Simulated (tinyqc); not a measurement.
# Trap density from one capacitance

Inverse problem. Traps spread evenly through the insulator exchange electrons with the semiconductor by tunnelling, with tau(x) = t0 exp(2 ka x) at depth x from the interface. The admittance per area Y seen at depth x obeys dY/dx = -Y^2/(i w eps0 eox) + q Nb ln(1 + i w tau)/tau, with Y(0) = i w Cs and w = 2 pi f; the gate sees Y(tox) = G + i w C. Working variable y = Y/(i w), in uF/cm^2. Cox = eps0 eox/tox. Find Nb and G/w.

Parameters, values chosen for the exercise:
- eox = 21.6 (relative permittivity of the insulator)
- tox = 8.1 nm (insulator thickness)
- Cs = 3.8 uF/cm^2 (semiconductor capacitance in accumulation)
- ka = 4.2 1/nm (decay constant of the wave function in the insulator)
- t0 = 1e-9 s (time constant of a trap at the interface)
- f = 1e6 Hz (frequency)

Constants: q = 1.602176634e-19 C, eps0 = 8.8541878128e-14 F/cm where lengths are in cm. Results are converted to the units shown.

C = 1.4695122 uF/cm^2

Solution. C rises steadily with Nb, so one density matches; in practice ka and t0 must come from the frequency dependence.

Nb = 6.800e18 cm^-3 eV^-1
G/w = 0.003823 uF/cm^2

Numbers from tinyqc (`OMP_NUM_THREADS=1 python tinyqc.py 2202018 2202019 out.jsonl`; about 0.4 s on one thread of a shared Intel Xeon 2.30GHz).
